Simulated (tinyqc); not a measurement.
From results back to parameters: alloy A(1-x)B(x) by interpolation with bowing. Three cases, with inputs chosen for the exercise.

Problem. An unstrained alloy A(1-x)B(x) follows Vegard, a(x) = (1 - x) a_A + x a_B, and E(x) = (1 - x) E_A + x E_B - C x (1 - x) at Gamma. Its lattice constant and gap are given.

Find: x; linear part of the gap; C.

Method. x = (a - a_A)/(a_B - a_A); the bowing is the shortfall against the linear part divided by x (1 - x).

Case 1.

Values chosen (out of a larger set: A near Si, B near Ge; not measured data): a = (5.427, 5.663) angstrom (lattice constant of A, B); Eg = (4.222, 0.907) eV (gap at Gamma to the s-like level of A, B).

a(x) = 5.632320 angstrom
gap at Gamma = 1.318384 eV

Solution.

x = 0.870
linear part of the gap = 1.3379 eV
C = 0.173 eV

Case 2.

Values chosen (out of a larger set: A near Si, B near Ge; not measured data): a = (5.432, 5.66) angstrom (lattice constant of A, B); Eg = (4.247, 0.894) eV (gap at Gamma to the s-like level of A, B).

a(x) = 5.445680 angstrom
gap at Gamma = 4.031551 eV

Solution.

x = 0.060
linear part of the gap = 4.0458 eV
C = 0.253 eV

Case 3.

Values chosen (out of a larger set: A near GaAs, B near GaP; not measured data): a = (5.652, 5.449) angstrom (lattice constant of A, B); Eg = (1.536, 2.928) eV (gap at Gamma to the s-like level of A, B).

a(x) = 5.495690 angstrom
gap at Gamma = 2.565867 eV

Solution.

x = 0.770
linear part of the gap = 2.6078 eV
C = 0.237 eV

Computed by tinyqc, one run a case: `OMP_NUM_THREADS=1 python tinyqc.py N N+1 out.jsonl` with N = 1051573, 1051583, 1080025; one thread of a shared Intel(R) Xeon(R) Processor @ 2.30GHz, about 0.01 s a run at most.
